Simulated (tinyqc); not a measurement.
MOSFET in saturation, small-signal circuit and noise: one step of the calculation.

Bias by the inversion coefficient IC = I/Ispec (charge-based model with velocity saturation; weak inversion below 0.1, strong above 10). Common-source circuit: gm, gds, Cgs, Cgd and Cj at the inner nodes, Rg in series with the gate; quasi-static, no source or drain resistance, no gate-body capacitance, no substrate network, no induced gate noise, so fmax is an upper estimate.

Problem. Current, transconductance and gain. Ispec = 2 n mu Cox (W/L) Vt^2, lc = Ls/L, gms = [sqrt((lc IC + 1)^2 + 4 IC) - 1]/[2 + lc (lc IC + 1)], gm = gms Ispec/(n Vt), gds = sg gm.

Values chosen for this exercise:
```
symbol,value,unit,meaning
T,300,K,temperature
L,90,nm,gate length
W,40,um,total gate width
Cox,1.68,uF/cm^2,gate capacitance
mu,190,cm^2/(V s),mobility
n,1.4,,slope factor
Ls,10,nm,velocity-saturation length
sg,0.031,,ratio gds/gm
IC,3.2,,inversion coefficient
```

Constants: q = 1.602176634e-19 C, kB = 1.380649e-23 J/K, Vt = kB T/q. Results are converted to the units shown.

Give: Ispec; I; gms; gm; gds; gm/I.

Solution.

Ispec = 265.48 uA
I = 849.53 uA
gms = 1.3140
gm = 9.6383 mS
gds = 0.29879 mS
gm/I = 11.345 1/V

Program tinyqc, `OMP_NUM_THREADS=1 python tinyqc.py 2150151 2150152 out.jsonl`; Intel Xeon 2.30GHz, shared host, one thread, about 0.01 s.
